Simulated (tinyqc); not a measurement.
# Hot electrons in a saturated n-channel MOSFET, lucky-electron model, step by step

tinyqc, about 0.01 s, one thread, Intel Xeon 2.30GHz (shared host): `OMP_NUM_THREADS=1 python tinyqc.py 2550130 2550131 out.jsonl` Printed values are rounded.

Beyond pinch-off the lateral field grows as Esat cosh(y/l) over the velocity-saturated region (pseudo-two-dimensional model). Impact ionisation in this region gives the substrate current, which biases the body forward through Rsub. Currents are per width. Local-field laws: they overstate ionisation when the field peak is narrower than an energy relaxation length.

Parameters, values chosen for the exercise; values close to those of silicon n-channel devices:

| symbol | value | unit | meaning |
|---|---|---|---|
| L | 0.35 | um | channel length |
| tox | 8.6 | nm | oxide thickness |
| xj | 150 | nm | junction depth |
| VT | 0.56 | V | threshold |
| mu | 260 | cm^2/(V s) | effective mobility |
| vs | 7.3e6 | cm/s | saturation velocity |
| Ai | 2e6 | 1/cm | ionisation prefactor |
| Bi | 1.7 | MV/cm | ionisation field |
| Rd | 400 | ohm um | resistance of the lightly doped drain |
| Rsub | 13000 | ohm um | substrate resistance |
| kb | 0.31 |  | fall of VT per volt of forward body bias |
| lm | 9.7 | nm | hot-electron mean free path |
| pb | 3.2 | V | oxide barrier |
| Cg | 0.0033 |  | prefactor of the gate current |
| m | 2.9 |  | lifetime exponent |
| Hl | 760 | s uA/um | lifetime constant |
| Vd | 2.8 | V | drain voltage |
| Vg | 2 | V | gate voltage |

Constants: eps0 = 8.8541878128e-14 F/cm where lengths are in cm. Results are converted to the units shown.

## Length and field scales

Cox = 3.9 eps0/tox, l = sqrt(3 tox xj), Esat = 2 vs/mu.

Cox = 0.401527 uF/cm^2
l = 62.2093 nm
Esat = 0.0561538 MV/cm
Esat L = 1.96538 V

## Iteration 1: body bias from the substrate current

Vb at the start = 0 V

Cox = 3.9 eps0/tox. Overdrive g = Vg - VT + kb Vb; Vdsat = g Esat L/(g + Esat L); Id = Cox vs (g - Vdsat); dV = Vd - Id Rd - Vdsat; Em = sqrt((dV/l)^2 + Esat^2); Isub = Id (Ai/Bi) l Em exp(-Bi/Em). Vb(new) = Rsub Isub.

Vdsat = 0.831082 V
Id = 178.483 uA/um
dV = 1.89752 V
Em = 0.310148 MV/cm
Isub = 1.68705 uA/um
Vb after iteration 1 = 0.0219316 V

## Iteration 2: body bias from the substrate current

As before.

Vdsat = 0.833342 V
Id = 179.813 uA/um
dV = 1.89473 V
Em = 0.309707 MV/cm
Isub = 1.68400 uA/um
Vb after iteration 2 = 0.0218919 V

## Course of the iteration: body bias from the substrate current

Stop when Vb changes by less than 1e-9 V, or after 60 iterations.

Course of the iteration:
```
iteration,Vb (V),|change| (V)
1,0.0219316,0.0219
2,0.0218919,3.97e-5
3,0.0218920,7.24e-8
4,0.0218920,1.32e-10
```

Converged in 4 iterations. At the end each change is about 0.0018 times the one before, with alternating sign: linear convergence.

## Gate current, lifetime and channel shortening

Id = 179.811 uA/um
dV = 1.89474 V
Em = 0.309708 MV/cm
Isub = 1.68400 uA/um

Ig = Cg Id exp(-pb/(lm Em)); lifetime tau = (Hl/Id)(Isub/Id)^(-m); length of the saturated region dL = l ln[(dV/l + Em)/Esat]. 1 year = 3.15576e7 s.

Isub/Id = 0.00936541
Ig = 14.0371 pA/um
tau = 0.102204 years
dL = 148.827 nm

The lifetime misses ten years. Integrating Ai exp(-Bi/E) over the cosh profile gives Isub/Id = 0.00827, so the closed form is 13 % above it.
